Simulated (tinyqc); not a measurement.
# Floating body of a partially depleted SOI transistor: body voltage and kink: effects of single changes

Source at 0 V. Channel current Ic = 2 nf K Vt^2 [F(0) - F(Vd)](1 + la Vd), F(V) = ln^2(1 + exp((Vg - VT - nf V)/(2 nf Vt))), VT = VT0 - gb Vb. Saturation voltage Vs = 2 Vt sqrt(F(0)) + 3 Vt, excess Ve = (Vd - Vs + sqrt((Vd - Vs)^2 + 0.0004 V^2))/2, multiplication M1 = Ai Ve exp(-Bl/Ve). Each junction passes D(v) = J1 (exp(v/Vt) - 1) + J2 (exp(v/(2 Vt)) - 1). Bipolar current Ib = bb J1 (exp(Vb/Vt) - 1). The body settles where M1 (Ic + Ib) = D(Vb) + D(Vb - Vd) + Vb/Rb; drain current Id = (1 + M1)(Ic + Ib) - D(Vb - Vd).

Inputs (values chosen for the exercise); values of the order met in partially depleted silicon-on-insulator transistors:
- T = 358 K (temperature)
- VT0 = 0.37 V (threshold at zero body voltage)
- gb = 0.33 (fall of the threshold per volt of body voltage)
- nf = 1.18 (slope factor)
- K = 500 uA/(V^2 um) (gain factor per width)
- la = 0.03 1/V (channel-length modulation factor)
- Ai = 2.1 1/V (impact-ionisation prefactor)
- Bl = 5.2 V (impact-ionisation voltage)
- J1 = 1.5e-11 uA/um (diffusion saturation current of each junction)
- J2 = 2.4e-7 uA/um (recombination saturation current of each junction)
- bb = 1 (gain of the lateral bipolar transistor on the diffusion current)
- Rb = 5000 kohm um (resistance of a weak body tie to the source (1e9 stands for no tie, and the term is then dropped))
- Vg = 0.82 V (gate voltage)
- Vd = 2.4 V (drain voltage)

Constants: q = 1.602176634e-19 C, kB = 1.380649e-23 J/K, Vt = kB T/q. Results are converted to the units shown.

Each table varies one quantity; the others keep the values above.

## Output curve and kink

Rows with more than one solution for Vb (latch) are left out; dId/dVd by a forward difference over 1e-4 V, swing = 1e-4 V over the change of log10 Id; M1 under 1e-12 is printed as 0.

Output curve and kink:
```
Vd (V)	Vb (V)	M1	Id, floating (uA/um)	Id, grounded (uA/um)	ratio	dId/dVd, floating (uS/um)	dId/dVd, grounded (uS/um)
1	0.01184	5.264e-5	44.99	44.22	1.017	16.77	1.340
1.2	0.1829	6.398e-4	57.22	44.53	1.285	124.7	1.881
1.4	0.6332	0.001521	96.02	45.05	2.131	153.7	3.561
1.6	0.7489	0.006623	109.2	46.04	2.371	41.80	6.559
1.8	0.7927	0.02093	117.6	47.75	2.464	46.40	10.62
2	0.8227	0.04925	128.7	50.34	2.556	66.01	15.38
2.2	0.8461	0.09531	144.9	53.92	2.688	99.12	20.48
```

Vb rises from 0.0118 to 0.846 V and the ratio of the currents rises from 1.02 to 2.69. The output conductance with a floating body exceeds the grounded value by the largest factor among the rows, 66.3, at Vd = 1.2 V, where Vb = 0.183 V and M1 = 6.40e-4.

## Transfer curve and swing

Same model as above.

Results:
```
Vg (V)	Vb (V)	M1	Id, floating (uA/um)	Id, grounded (uA/um)	ratio	swing, floating (mV/decade)	swing, grounded (mV/decade)
-0.08	1.428e-5	0.5088	7.999e-6	7.998e-6	1.000	86.49	86.50
0.02	2.043e-4	0.5086	1.207e-4	1.205e-4	1.002	84.19	84.34
0.12	0.003170	0.5075	0.001883	0.001830	1.029	82.82	85.21
0.32	0.8272	0.3804	25.19	0.2982	84.46	287.7	102.7
0.42	0.8441	0.3281	47.95	2.107	22.75	442.0	140.1
0.52	0.8542	0.2799	74.63	8.108	9.204	609.7	212.6
0.72	0.8640	0.1966	135.8	36.79	3.691	954.8	434.8
```

Estimate the missing row, Vg = 0.62 V.

Computed row:
```
Vg (V)	Vb (V)	M1	Id, floating (uA/um)	Id, grounded (uA/um)	ratio	swing, floating (mV/decade)	swing, grounded (mV/decade)
0.62	0.8604	0.2361	104.1	19.76	5.266	782.6	314.9
```

With this row back in the table: Vb rises from 1.43e-5 to 0.864 V. The smallest swing among the rows is 82.8 mV a decade with a floating body (at Vg = 0.12 V) and 84.3 with a grounded one; Vt ln 10 = 71.0. In the first row the floating body raises the current by a factor of 1.00.

Range of the model: The multiplication law is an empirical form chosen for the exercise; self-heating and capacitive coupling to the body are left out, and the linear laws are rough once Vb passes about 0.7 V or M1 about 0.1.

Program tinyqc, `OMP_NUM_THREADS=1 python tinyqc.py 2182136 2182137 out.jsonl`; Intel Xeon 2.30GHz, shared host, one thread, about 0.2 s.
